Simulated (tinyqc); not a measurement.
Resistance of a source-drain extension with a graded tip: one step of the calculation.

y runs along the channel, the gate covers y > 0. The doping is N0 for y < y0 and N0 10^(-(y - y0)/la) beyond, uniform over the depth xj. Sheet conductance s(y) = q mu(N) max(N - Nch, 0) xj + (for y > 0) ma Cox Vo, with mu(N) = u0 + (u1 - u0)/(1 + (N/Nr)^au) and Cox = eps0 eox/tox. Current is taken as one-dimensional; depletion of the tip, spreading and the contact are left out. The metallurgical junction lies at yj, where N = Nch.

Task. Resistance of the overlapped part. Midpoint rule on 11 equal steps from 0 to yj: R_ov = sum h/s(y), per width.

Values chosen for this exercise; mobility law close to that of electrons in silicon:
- eox = 3.9 (relative permittivity of the gate insulator (close to silicon dioxide))
- tox = 3.6 nm (insulator thickness)
- N0 = 5.6e19 cm^-3 (active doping of the extension far from the gate)
- la = 5.1 nm/decade (lateral abruptness)
- y0 = -0.2 nm (position under the gate where the fall begins (gate edge at 0))
- xj = 21 nm (depth of the extension)
- Nch = 3.3e18 cm^-3 (channel doping)
- Vo = 0.6 V (gate overdrive)
- ma = 130 cm^2/(V s) (mobility of the gate-induced layer)
- u1 = 1414 cm^2/(V s) (mobility at low doping)
- u0 = 68.5 cm^2/(V s) (mobility at high doping)
- Nr = 9.2e16 cm^-3 (reference doping)
- au = 0.711 (exponent)

Constants: q = 1.602176634e-19 C, eps0 = 8.8541878128e-14 F/cm where lengths are in cm. Results are converted to the units shown.

Find: y; N; doped conductance; sheet resistance; R_ov.

Result.

```
point,y (nm),N (cm^-3),doped conductance (uS),sheet resistance (ohm/square)
0,0.2760,4.517e19,1194,788.4
1,0.8279,3.521e19,942.9,982.6
2,1.380,2.744e19,743.3,1222
3,1.932,2.139e19,583.5,1519
4,2.484,1.667e19,454.7,1889
5,3.036,1.299e19,349.6,2356
6,3.588,1.013e19,262.9,2961
7,4.140,7.894e18,190.1,3775
8,4.691,6.153e18,127.7,4938
9,5.243,4.796e18,72.88,6770
10,5.795,3.738e18,23.37,1.018e4
```

R_ov = 20.63 ohm um

tinyqc, about 0.04 s, one thread, Intel Xeon 2.30GHz (shared host): `OMP_NUM_THREADS=1 python tinyqc.py 2282240 2282241 out.jsonl`
